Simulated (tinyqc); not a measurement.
Worked calculation: two-dimensional electron gas with Rashba and Dresselhaus coupling. Values are carried at full precision from step to step, so a last printed digit may differ when a step is redone from the rounded ones.

H = c k^2/m + al (ky sx - kx sy) + b1 (kx sx - ky sy) + gam kx ky (kx sy - ky sx), s the Pauli matrices, x = [100], c = hbar^2/2m0, b1 = gam (pi/L)^2 (hard walls). H = c k^2/m + B.s, so E = c k^2/m -/+ |B| and the lower state has its spin along -B.

Constants: hbar^2/2m0 = 3.80998211 eV angstrom^2; hbar = 6.58211957e-16 eV s.

Values chosen for the exercise (of the size met in InSb; not measured data):
```
symbol  value   unit           meaning
m       0.0145  m0             mass
al      0.25    eV angstrom    Rashba constant
gam     374.7   eV angstrom^3  bulk Dresselhaus constant
L       105     angstrom       width of the (001) well
n       14      1e11/cm^2      sheet density (one subband filled)
phi     15      degrees        angle of k from [100]
```

## Scales

b1; mean Fermi wave vector k0 = sqrt(2 pi n) (1e11/cm^2 = 1e-5/angstrom^2); E0 = c k0^2/m; b3 = gam k0^2/4; kR = al m/(2c) and ER = al kR/2, the shift and depth of a pure Rashba band.

b1 = 0.3354 eV angstrom
k0 = 0.02966 1/angstrom
E0 = 231.133 meV
b3 = 0.08240 eV angstrom
kR = 0.0004757 1/angstrom
ER = 0.05947 meV

The ratio al/(b1 - b3) is 0.99; kR is 1.6 % of k0.

## Spin-orbit field at one point of the Fermi circle

k = k0 (cos phi, sin phi). Form B, the splitting 2|B| and the direction of the lower spin, atan2(-By, -Bx).

Bx, By (meV): [10.8961, -7.3763]

splitting = 26.3161 meV
direction of the lower spin = 145.9 degrees

## The matrix

H = [[E0, Bx - i By], [Bx + i By, E0]] in meV; diagonalise. Precession period h/(2|B|) = 2 pi hbar/(splitting).

H (meV), rows up, down and columns alike:
```
[[231.1335, 10.8961+7.3763i],
 [10.8961-7.3763i, 231.1335]]
```

levels (meV): [217.9754, 244.2915]

period = 0.157 ps

## The two wave vectors at the energy E0 along this direction

Solve c k^2/m -/+ |B(k)| = E0. The spin turns by (k_outer - k_inner) per length, so a half turn takes pi/(difference).

k (1/angstrom): outer 0.030508, inner 0.028820

difference = 0.001688 1/angstrom
length of a half turn = 186.1 nm

For linear terms alone the difference is (m/c)|B|/k, whatever the energy: every electron along this direction turns alike, the basis of the spin transistor. The cubic term makes it depend on density.

## Checks

- Difference of the Fermi wave vectors without Dresselhaus terms against al m/c: both 0.00095145.

Run: tinyqc, `OMP_NUM_THREADS=1 python tinyqc.py 1451005 1451006 out.jsonl`; Intel(R) Xeon(R) Processor @ 2.30GHz, one thread, shared host; about 0.01 s of CPU time with all checks.
